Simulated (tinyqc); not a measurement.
Convergence with cell size: Koster-Slater impurity in a tight-binding band, by Green functions and by supercells. Computed by tinyqc, a small Python program. Command: `OMP_NUM_THREADS=1 python tinyqc.py 3021384 3021385 out.jsonl kosterslater walk`. One thread of a shared host (Intel(R) Xeon(R) Processor @ 2.30GHz), about 0.03 s of CPU time with the checks.

One orbital per site, e(k) = -2 t sum cos(k_i) over 2 direction(s), band from -4 t to 4 t, lattice constant 1. One site has the extra energy U. Spin is left out.

Inputs (values chosen for the exercise, for a model band): hopping t = 1.1 eV; impurity potential U = -6.44 eV.

Lattice: square.

Method:
- Outside the band G0(E) = (2/(pi E)) K(m), m = 16 t^2/E^2, K the complete elliptic integral with parameter m.
- A bound state solves 1/U = G0(E).
- Bisection in ln(distance from the edge) between 1e-5 t and |U| + t. Weight on the impurity site: -1/(U^2 dG0/dE), by a central difference with step min(1e-4 t, distance/30). Decay length along an axis: 1/arccosh(1 + distance/(2 t)).
- In a periodic cell of N sites along each direction with Bloch vector K, the level solves 1/U = N^-d sum_k 1/(E - e(k)), k_i = (2 pi m_i + K_i)/N, m_i = 0..N-1; the outermost root on the side of U is taken (bisection). d is the number of directions. Gamma means K_i = 0, the zone corner K_i = pi, the quarter point K_i = pi/2.
- Even N; errors against the isolated level E_b, set to 0 below 1e-6 t.

level E_b = -7.21081 eV

decay length = 0.682974 sites

Error of the level (eV):
```
N   sites        Gamma      corner  quarter point
2       4  -6.8140e-01  7.7081e-01     2.7313e-02
4      16  -2.8427e-02  2.7313e-02     5.4502e-05
6      36  -1.2062e-03  1.1847e-03              0
8      64  -5.4782e-05  5.4502e-05              0
12    144            0           0              0
16    256            0           0              0
```

The error at Gamma falls exponentially, between the last two resolved rows by exp(-1.546) per site against 1/(decay length) = 1.464; the rest is the power-law prefactor of the Green function. Gamma and the corner err in opposite directions. Among the sizes listed an error below 1 meV is first reached at N = 8 at Gamma; at the quarter point N = 4 is enough.

Extremes, crossings and ranges named in words are read from the listed rows.
